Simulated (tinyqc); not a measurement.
Tail absorption against field: Franz-Keldysh effect at a direct gap.

Parabolic bands, vertical transitions, no excitons. For each hole band j: mr = me mj/(me + mj); joint density of states J_j(E) = (mr/c)^(3/2) sqrt(E - Eg)/(2 pi^2), both spins, c = hbar^2/2m0; averaged matrix element |e.p|^2 = m0 Ep/6; alpha_j(E) = 4 pi^2 alpha_f c Ep J_j/(3 nr E) in 1/angstrom (alpha_f the fine-structure constant, listed as alpha among the constants), times 1e8 for 1/cm.

In a field Fd (1 kV/cm = 1e-5 V/angstrom) the electro-optic energy of band j is th = (c (e Fd)^2/mr)^(1/3), and sqrt(E - Eg) in J_j is replaced by pi sqrt(th) [Ai'(b)^2 - b Ai(b)^2] with b = (Eg - E)/th; Ai is the Airy function.

Constants: hbar^2/2m0 = 3.80998211 eV angstrom^2; fine-structure constant alpha = 0.007297352564.

Values chosen for the exercise (near those of InGaAs; shifted at random, so the results belong to these values and not to a real crystal): Eg = 0.753 eV (direct gap); me = 0.0422 m0 (electron mass); mhh = 0.456 m0 (heavy-hole mass); mlh = 0.0506 m0 (light-hole mass); Ep = 23.5 eV (Kane energy); nr = 3.49 (refractive index); det = 40 meV (detuning below the gap).

At E = Eg - det; the field takes the values listed. The last column is the length for 10 dB of loss.

Results:
```
Fd (kV/cm)  th heavy (meV)  b heavy  alpha (1/cm)  length (micrometre)
10                    9.95    4.018       0.00863             2.67e+06
20                   15.80    2.531          1.33             1.74e+04
40                   25.08    1.595          24.2                  951
60                   32.87    1.217          73.6                  313
100                  46.20    0.866           204                  113
150                  60.54    0.661           371                 62.1
250                  85.11    0.470           662                 34.8
400                 116.43    0.344      1.00e+03                 22.9
```

What does the comparison show, and why?

alpha grows by 3.9 decades from 10 to 60 kV/cm and by a factor 1.52 over the last step, where the field grows by 1.6: the exponent (4/3) b^(3/2) goes as 1/Fd, so the gain is steep only while b > 1 (deep in the tail the light-hole pair, with its smaller b, carries most of it), that is up to 60 kV/cm of those listed. Values below about 10 1/cm lie under the Urbach and exciton tails of a real crystal, left out here.

tinyqc: `OMP_NUM_THREADS=1 python tinyqc.py 1651680 1651681 out.jsonl`; about 0.01 s, one thread, shared Intel(R) Xeon(R) Processor @ 2.30GHz.
